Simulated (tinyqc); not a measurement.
Resistance of a source-drain extension with a graded tip: two steps of the calculation.

y runs along the channel, the gate covers y > 0. The doping is N0 for y < y0 and N0 10^(-(y - y0)/la) beyond, uniform over the depth xj. Sheet conductance s(y) = q mu(N) max(N - Nch, 0) xj + (for y > 0) ma Cox Vo, with mu(N) = u0 + (u1 - u0)/(1 + (N/Nr)^au) and Cox = eps0 eox/tox. Current is taken as one-dimensional; depletion of the tip, spreading and the contact are left out. The metallurgical junction lies at yj, where N = Nch.

Parameters, values chosen for the exercise; mobility law close to that of electrons in silicon:
- eox = 22.4 (relative permittivity of the gate insulator (close to hafnium oxide))
- tox = 6.9 nm (insulator thickness)
- N0 = 7.6e19 cm^-3 (active doping of the extension far from the gate)
- la = 5.4 nm/decade (lateral abruptness)
- y0 = 3.7 nm (position under the gate where the fall begins (gate edge at 0))
- xj = 7 nm (depth of the extension)
- Nch = 3.9e17 cm^-3 (channel doping)
- Vo = 0.78 V (gate overdrive)
- ma = 180 cm^2/(V s) (mobility of the gate-induced layer)
- u1 = 1414 cm^2/(V s) (mobility at low doping)
- u0 = 68.5 cm^2/(V s) (mobility at high doping)
- Nr = 9.2e16 cm^-3 (reference doping)
- au = 0.711 (exponent)
- Lg = 90 nm (gate length)

Constants: q = 1.602176634e-19 C, eps0 = 8.8541878128e-14 F/cm where lengths are in cm. Results are converted to the units shown.

Problem 1. Sheet resistances and junction position. yj = y0 + la log10(N0/Nch); sheet resistance of the full extension 1/[q mu(N0)(N0 - Nch) xj] and of the gate-induced layer 1/(ma Cox Vo); metallurgical length Lg - 2 yj; ye is where the doped and the gate-induced conductances are equal.

Give: yj; sheet resistance of the extension; sheet resistance of the induced layer; metallurgical length; ye; N at ye.

Solution 1.

yj = 16.06 nm
sheet resistance of the extension = 1479 ohm/square
sheet resistance of the induced layer = 2478 ohm/square
metallurgical length = 57.87 nm
ye = 5.063 nm
N at ye = 4.251e19 cm^-3

The gate takes over 11.0 nm before the junction, where N is still 109 times the channel doping.

Problem 2. Resistance of the overlapped part. Midpoint rule on 8 equal steps from 0 to yj: R_ov = sum h/s(y), per width.

Give: y; N; doped conductance; sheet resistance; R_ov.

Solution 2.

y, point 0 to 7 (nm): [1.0040, 3.0121, 5.0202, 7.0283, 9.0364, 11.044, 13.053, 15.061]
N, point 0 to 7 (cm^-3): [7.6000e19, 7.6000e19, 4.3284e19, 1.8385e19, 7.8091e18, 3.3169e18, 1.4089e18, 5.9841e17]
doped conductance, point 0 to 7 (uS): [676.28, 676.28, 409.98, 199.64, 102.66, 54.506, 27.143, 8.1720]
sheet resistance, point 0 to 7 (ohm/square): [926.05, 926.05, 1229.2, 1657.8, 1975.4, 2183.1, 2321.8, 2428.7]
R_ov = 27.406 ohm um

Program tinyqc, `OMP_NUM_THREADS=1 python tinyqc.py 2282130 2282131 out.jsonl`; Intel Xeon 2.30GHz, shared host, one thread, about 0.03 s.
